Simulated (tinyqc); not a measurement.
# Ballistic Schottky-barrier transistor with a two-dimensional channel, WKB contacts, step by step

Program tinyqc, `OMP_NUM_THREADS=1 python tinyqc.py 2390019 2390020 out.jsonl`; Intel Xeon 2.30GHz, shared host, one thread, about 0.2 s. Printed values are rounded.

Source Fermi level 0, drain Fermi level -Vd. Far from the contacts Ec = pn - psi, and the gate moves psi one to one; the band edges relax as exp(-x/lam) from pn at the source and pn - Vd at the drain; Ev = Ec - Eg. A carrier of energy w inside the channel band meets at a contact a barrier of height D (the contact edge beyond the channel edge): T = 1 for w >= D, else exp(-S), S = 4 lam sqrt(m/C) [sqrt(D - w) - sqrt(w) arctan sqrt((D - w)/w)], C = hbar^2/(2 m0). The two contacts combine as Ts Td/(Ts + Td - Ts Td).

Inputs (values chosen for the exercise); channel values close to those of a molybdenum disulphide layer: temperature T = 300 K; band gap Eg = 1.7 eV; barrier for electrons at both contacts pn = 0.12 eV; electron mass mn = 0.49 m0; hole mass mp = 0.57 m0; valleys or subbands g = 2; screening length at the contacts lam = 1.8 nm; drain bias Vd = 0.05 V; band shift psi of the channel by the gate ps = 0.18 V; energy of one carrier inside the channel band w0 = 0.12 eV; upper end of the grid wm = 0.36 eV; points of the grid nE = 15.

Constants: q = 1.602176634e-19 C, kB = 1.380649e-23 J/K, hbar = 1.054571817e-34 J s, h = 6.62607015e-34 J s, m0 = 9.1093837015e-31 kg, Vt = kB T/q, hbar^2/(2 m0) = 0.0380998212 eV nm^2. Results are converted to the units shown.

Range of the model: No scattering, image-force lowering, channel charge or band-to-band tunnelling; parabolic kappa overstates S deep in the gap.

## Band edges and barriers

Electrons: Ds = psi, Dd = psi - Vd, Es = Ec, Ed = Ec + Vd. Holes: Ds = -psi, Dd = Vd - psi, Es = -Ev, Ed = -Ev - Vd. The size of each current is taken; both flow from drain to source and add.

Ec = -0.06 eV
Ev = -1.76 eV
D for electrons (eV): source 0.180000, drain 0.130000
D for holes (eV): source -0.180000, drain -0.130000

A negative D is no barrier. Here the electrons carry the larger current.

## Transmission of one of the electrons

S and T at both contacts for w = w0, and the tunnelling distance lam ln(D/w) at the higher barrier.

S at the source = 0.819565
S at the drain = 0.0683386
combined T = 0.427306
tunnelling distance = 0.729837 nm

## Current of the electrons on a coarse grid

I/W = g (2 q^2/h) int T(w) [N(Es + w) - N(Ed + w)] dw with w the energy of motion along the channel, N(y) = (1/2 pi) sqrt(pi m kB T/C) Fm(-y/kB T), Fm(x) = (1/sqrt(pi)) int_0^infinity u^(-1/2)/(1 + exp(u - x)) du. Electrons: Ds = psi, Dd = psi - Vd, Es = Ec, Ed = Ec + Vd. Holes: Ds = -psi, Dd = Vd - psi, Es = -Ev, Ed = -Ev - Vd. The size of each current is taken; both flow from drain to source and add. Simpson's rule on nE equally spaced w from 0 to wm.

```
point    w (eV)          Ts          Td           T  size of the supply difference (1/um)
0      0.000000  1.74736e-5  9.05319e-5  1.46468e-5                               135.941
1      0.025714  0.00528376   0.0236879  0.00433887                               125.904
2      0.051429   0.0346387    0.132270   0.0282249                               91.1127
3      0.077143    0.118306    0.376201   0.0989043                               50.6743
4      0.102857    0.283310    0.723086    0.255580                               22.9825
5      0.128571    0.530292    0.996416    0.529282                               9.27818
6      0.154286    0.811028           1    0.811028                               3.55204
7      0.180000           1           1           1                               1.33102
8      0.205714           1           1           1                              0.494683
9      0.231429           1           1           1                              0.183288
10     0.257143           1           1           1                             0.0678335
11     0.282857           1           1           1                             0.0250941
12     0.308571           1           1           1                            0.00928176
13     0.334286           1           1           1                            0.00343292
14     0.360000           1           1           1                            0.00126966
```

current = 95.4300 uA/um

A converged quadrature gives 95.20 uA/um; this grid is 0.24 % above that. 5.62 % of it passes over both barriers, the rest tunnels. The other carrier adds 1.13e-26 uA/um.
